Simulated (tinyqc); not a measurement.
## Stress from a rosette of three resistors

Problem. In the (001) plane dR/R(0) = p11 sxx + p12 syy, dR/R(90) = p12 sxx + p11 syy and dR/R(45) = (p11 + p12)(sxx + syy)/2 + p44 sxy. Find the three stresses.

Values chosen for this exercise:
- p11 = 6.37 x 1e-11/Pa (piezoresistive coefficient)
- p12 = -1.12 x 1e-11/Pa (piezoresistive coefficient)
- p44 = 132 x 1e-11/Pa (piezoresistive coefficient)

dR/R at 0, 45 and 90 degrees (%): -0.72506000  -7.809  0.68306000

Solution. The first and third give sxx and syy; the 45-degree value less their mean is p44 sxy.

sxx = -98.0 MPa
syy = 90.0 MPa
sxy = -59.0 MPa

Numbers from tinyqc (`OMP_NUM_THREADS=1 python tinyqc.py 2530069 2530070 out.jsonl`; about 0.01 s on one thread of a shared Intel Xeon 2.30GHz).
